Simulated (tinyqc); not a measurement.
Arrhenius fit: deep-level transient spectroscopy (DLTS) of one majority-carrier trap. Computed by tinyqc, a small Python program. Command: `OMP_NUM_THREADS=1 python tinyqc.py 3010259 3010260 out.jsonl dlts walk`. One thread of a shared host (Intel(R) Xeon(R) Processor @ 2.30GHz), about 0.04 s of CPU time with the checks.

A filling pulse loads the traps in a one-sided junction; under reverse bias they empty at the rate e, and the capacitance relaxes as C(t) = C_0 - dC exp(-e t). The signal is S = [C(t_2) - C(t_1)]/dC.

Inputs (values chosen for the exercise, with mass and screening modelled on germanium): density-of-states mass m = 0.353 m_0; valleys M = 1; trap depth E_t = 0.138 eV; cross-section sigma_0 = 2.3e-15 cm^2; degeneracy ratio g = 2; gate time t_1 = 0.0005 s; ratio t_2/t_1 = 10.

Carriers: holes. Extra term: none.

Constants: k_B = 8.617333262e-05 eV/K; k_B = 1.380649e-23 J/K; m_0 = 9.1093837015e-31 kg; h = 6.62607015e-34 J s.

Method:
- e = g sigma v N_b exp(-E/k_B T), v = sqrt(3 k_B T/m), N_b = 2 M (2 pi m k_B T/h^2)^(3/2), sigma = sigma_0, E = E_t.
- S(e) = exp(-e t_1) - exp(-e t_2) peaks at the rate window e_0 = ln(t_2/t_1)/(t_2 - t_1).
- t_1 is scaled by 0.1, 0.3, 1, 3, 10 and 30 at fixed t_2/t_1; each T_p by bisection.
- Least squares of ln(e_0/T_p^2) on 1/(k_B T_p): slope -E_a, intercept ln(gamma sigma_a) with gamma = v N_b/T^2 = sqrt(3 k_B/m) 2 M (2 pi m k_B/h^2)^(3/2). For comparison, the slope of ln e_0 alone.

Arrhenius data:
```
t_1 (s)  e_0 (1/s)  T_p (K)  1/(k_B T_p) (1/eV)  ln(e_0/T_p^2)
0.00005    5116.86  99.2464             116.926       -0.65492
0.00015    1705.62  93.5605             124.032       -1.63553
0.00050     511.69  88.0005             131.869       -2.71697
0.00150     170.56  83.4496             139.060       -3.70939
0.00500      51.17  78.9521             146.982       -4.80256
0.01500      17.06  75.2349             154.244       -5.80472
```

apparent depth E_a = 0.13800 eV

intercept = 15.481

gamma = 1.1495e+21 cm^-2 s^-1 K^-2

apparent cross-section = 4.6000e-15 cm^2

slope without T^2 = 0.15283 eV

What follows from these numbers?

The apparent depth is 0.1380 eV against E_t = 0.138 eV, and the apparent cross-section is 2.00 times sigma_0: only the degeneracy ratio enters. Leaving out the T^2 factor overstates the slope by 15 meV, about 2 k_B T_p.

Extremes, crossings and ranges named in words are read from the listed rows.
